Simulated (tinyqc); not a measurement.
Inside a calculation. Model: n-type polysilicon, carrier trapping at grain boundaries.

Numbers from tinyqc (`OMP_NUM_THREADS=1 python tinyqc.py 2830282 2830283 out.jsonl`; about 0.01 s on one thread of a shared Intel Xeon 2.30GHz). Printed values are rounded.

One-dimensional grains of size Lg, uniform ionised doping N, monovalent traps Qt at each boundary at a depth Et below (for electrons) or above (for holes) the band edge there, abrupt depletion of width W on each side of a boundary, Boltzmann statistics. xi is the distance from the band edge at the grain centre to the Fermi level. Trapped charge Qt/(1 + exp((xi + VB - Et)/Vt)) = 2 N W, barrier VB = q N W^2/(2 eps0 eps_r).

Values chosen for this exercise; values of the order met in polycrystalline silicon: temperature T = 300 K; relative permittivity eps_r = 11.7; conduction-band density of states at T NB = 2.8e19 cm^-3; grain size Lg = 110 nm; trap density of a grain boundary Qt = 1.6e12 cm^-2; depth of the trap level from the majority band edge at the boundary Et = 0.47 eV; mass for thermionic emission ms = 0.49 m0; correction factor of the emission rate fe = 0.25; mobility inside the grains mug = 230 cm^2/(V s); doping N = 1.1e18 cm^-3.

Constants: q = 1.602176634e-19 C, kB = 1.380649e-23 J/K, m0 = 9.1093837015e-31 kg, Vt = kB T/q, eps0 = 8.8541878128e-14 F/cm where lengths are in cm. Results are converted to the units shown.

## Starting value

W = 4.4 nm.

W at the start = 4.4 nm

## Iteration 1: new W

Partly depleted grain, xi = Vt ln(NB/N): f = 1/(1 + exp((xi + VB - Et)/Vt)), g = Qt f - 2 N W, g' = -2 Qt f (1 - f) VB/(W Vt) - 2 N, W(new) = W - g/g'.

VB = 0.0164681 V
f = 0.999999
g = 6.31999e11 cm^-2
g' = -2.20000e11 cm^-2/nm
W after iteration 1 = 7.27272 nm

## Iteration 2: new W

As before.

VB = 0.0449917 V
f = 0.999998
g = -1.15785e6 cm^-2
g' = -2.20001e11 cm^-2/nm
W after iteration 2 = 7.27271 nm

## Course of the iteration

Stop when the step is below 1e-10 nm, or after 40 iterations.

Course of the iteration:
```
iteration  W before the step (nm)  step (nm)
1                             4.4       2.87
2                         7.27272   -5.26e-6
3                         7.27271    < 1e-12
```

Converged in 3 iterations.

## Depletion width, Fermi level and barrier

If the trap equation with xi = Vt ln(NB/N) has a root W < Lg/2, the grain is partly depleted; otherwise W = Lg/2 and the trap equation gives xi = Et - VB + Vt ln(Qt/(N Lg) - 1). N* = Qt/Lg.

N* = 1.45455e17 cm^-3
W = 7.27271 nm
xi = 0.0836802 V
VB = 0.0449916 V
share of traps filled = 0.999998

N is 7.56 N*, and the grain is partly depleted; VB = 1.74 Vt.

## Resistivity and effective mobility

n0 = NB exp(-xi/Vt); mean density n0 (1 - 2 W/Lg) by charge balance in a partly depleted grain, and n0 (sqrt(pi)/2) erf(u)/u with u = sqrt(VB/Vt) in a fully depleted one; v = sqrt(kB T/(2 pi ms m0)); barrier resistivity Vt exp(VB/Vt)/(q fe n0 v Lg); grain resistivity (1 - 2 W/Lg)/(q n0 mug); effective mobility 1/(q mean density total resistivity).

n0 = 1.1e18 cm^-3
mean density = 9.54546e17 cm^-3
v = 3.84299e6 cm/s
barrier resistivity = 0.0791069 ohm cm
grain resistivity = 0.0214079 ohm cm
resistivity = 0.100515 ohm cm
effective mobility = 65.0524 cm^2/(V s)

The resistivity is 4.07 times that of a single crystal with the same N and mobility mug, and the mean density is 86.8 % of N.
